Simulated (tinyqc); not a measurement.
Electron mobility of a polar semiconductor by Rode's iterative solution of the Boltzmann equation: one step, computed by the program tinyqc. Command: `OMP_NUM_THREADS=1 python tinyqc.py 3017551 3017552 out.jsonl rode walk`. One thread of a shared host (Intel(R) Xeon(R) Processor @ 2.30GHz), about 0.01 s of CPU time with the checks.

The distribution is f(E) + e F l(E) (-df/dE) cos(theta) for a weak field F, theta counted from the force; l(E) is a mean free path. Elastic processes enter by their momentum rate, polar optical phonons by out- and in-scattering terms. One valley only: where upper valleys lie close, measured mobilities are lower. The density n is prescribed, even where a narrow-gap material would have more intrinsic carriers.

Task: The first two iterations on one ladder of the grid. Iteration: l_new(E) = [v(E) + c+ l(E + hbar w) + c- l(E - hbar w)]/(nu + S_o), from l = 0.

Inputs (values chosen for the exercise, for a model polar semiconductor): temperature T = 350 K.

Band: Kane. Elastic processes: acoustic, piezoelectric, impurity.

Points j = s/2, s/2 + s, ... (the first seven rungs, or as many as the grid holds), rates in 1e12/s:

| E (meV) | v (m/s) | nu | S_o | c+ | c- |
|---|---|---|---|---|---|
| 52.15 | 400277 | 1.651351 | 3.50402 | 1.443953 | 0.00000 |
| 141.55 | 638098 | 2.772280 | 42.23385 | 1.786827 | 16.05998 |
| 230.95 | 789944 | 3.719343 | 50.01423 | 1.886648 | 25.69513 |
| 320.35 | 903023 | 4.605525 | 51.68991 | 1.928655 | 29.48286 |
| 409.75 | 992626 | 5.470503 | 52.11164 | 1.950381 | 31.44345 |
| 499.15 | 1066163 | 6.332511 | 52.17193 | 1.963689 | 32.63775 |

Give: l after iteration 1; l after iteration 2 (all rungs but the last shown).

Result:

l after iteration 1 (nm): 77.64  14.18  14.70  16.04  17.24  18.22

l after iteration 2 (all rungs but the last shown) (nm): 81.61  42.47  22.04  24.33  26.61

In-scattering lengthens l on the lowest rung by 5.1 % and on the second by 199.5 % in this step.
